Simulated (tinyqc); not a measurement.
Five-frequency model of solute diffusion by vacancies in an fcc metal. From one set of inputs to another, one input at a time. Computed by tinyqc, a small Python program. Command: `OMP_NUM_THREADS=1 python tinyqc.py 3031752 3031753 out.jsonl fivefreq ladder`. One thread of a shared host (Intel(R) Xeon(R) Processor @ 2.30GHz), about 0.01 s of CPU time with the checks.

A vacancy next to the solute exchanges with it (w2), jumps to one of 4 sites that also neighbour the solute (w1) or to one of 7 that do not (w3); w4 is the reverse of w3 and w0 the host jump.

The inputs printed are set A. Inputs not listed in the table keep their values of set A, so the rows need not describe a real material.

Inputs (values chosen for the exercise, for a model solute in a host close to gold):

| quantity | value | unit |
|---|---|---|
| barrier E0 (host jump) | 0.74 | eV |
| barrier E1 (vacancy circles the solute) | 0.678 | eV |
| barrier E2 (exchange) | 0.797 | eV |
| barrier E3 (dissociation) | 0.801 | eV |
| binding energy E_b (positive for attraction) | 0.1 | eV |
| vacancy formation energy E_f | 0.902 | eV |
| formation entropy S_f | 1.5 | k_B |
| attempt frequency nu | 5.8 | THz |
| lattice constant a | 4.08 | angstrom |
| temperature T | 621 | K |

Constants: k_B = 8.617333262e-05 eV/K.

Method:
- w_i = nu exp(-E_i/(k_B T)); detailed balance gives E4 = E3 - E_b.
- Manning: with y = w4/w0, 7F = 7 - (10 y^4 + 180.5 y^3 + 927 y^2 + 1341 y)/(2 y^4 + 40.2 y^3 + 254 y^2 + 597 y + 436); f2 = (2 w1 + 7F w3)/(2 w2 + 2 w1 + 7F w3).
- The mean cosine between successive solute jumps follows from f2 = (1 + c)/(1 - c).
- c_v = exp(S_f - E_f/(k_B T)); host D0 = a^2 c_v w0 x 0.7815; solute D2 = a^2 c_v exp(E_b/(k_B T)) w2 f2; 1 angstrom^2 = 1e-16 cm^2.

Each row keeps all changes above it:

| input moved | from | to | correlation factor f2 | solute diffusivity D2 (cm^2/s) | 7F |
|---|---|---|---|---|---|
| set A | - | - | 0.91826 | 4.1912e-15 | 4.2927 |
| temperature T (K) | 621 | 679 | 0.90638 | 5.3108e-14 | 4.3666 |
| barrier E1 (vacancy circles the solute) (eV) | 0.678 | 0.761 | 0.79547 | 4.6609e-14 | 4.3666 |
| vacancy formation energy E_f (eV) | 0.902 | 1.09 | 0.79547 | 1.8753e-15 | 4.3666 |
| barrier E0 (host jump) (eV) | 0.74 | 0.686 | 0.81431 | 1.9197e-15 | 5.4290 |
| barrier E2 (exchange) (eV) | 0.797 | 0.437 | 0.00925 | 1.0242e-14 | 5.4290 |
| barrier E3 (dissociation) (eV) | 0.801 | 0.632 | 0.04807 | 5.3257e-14 | 2.6087 |
| attempt frequency nu (THz) | 5.8 | 6.8 | 0.04807 | 6.2440e-14 | 2.6087 |

Correlation factor f2 goes from 0.918 to 0.0481, a factor 0.0524 in all. The largest single move comes from barrier E2 (exchange) (a factor 0.0114), and barrier E3 (dissociation) works against it (a factor 5.20). Solute diffusivity D2 goes from 4.19e-15 to 6.24e-14, a factor 14.9 in all. The largest single move comes from vacancy formation energy E_f (a factor 0.0402), but it runs against the net change; the largest move in the direction of the net change is temperature T (a factor 12.7). 7F goes from 4.29 to 2.61, a factor 0.608 in all. The largest single move comes from barrier E3 (dissociation) (a factor 0.481), and barrier E0 (host jump) works against it (a factor 1.24). The single moves hold for this order of the switches; the total does not depend on the order.

Extremes, crossings and ranges named in words are read from the listed rows.
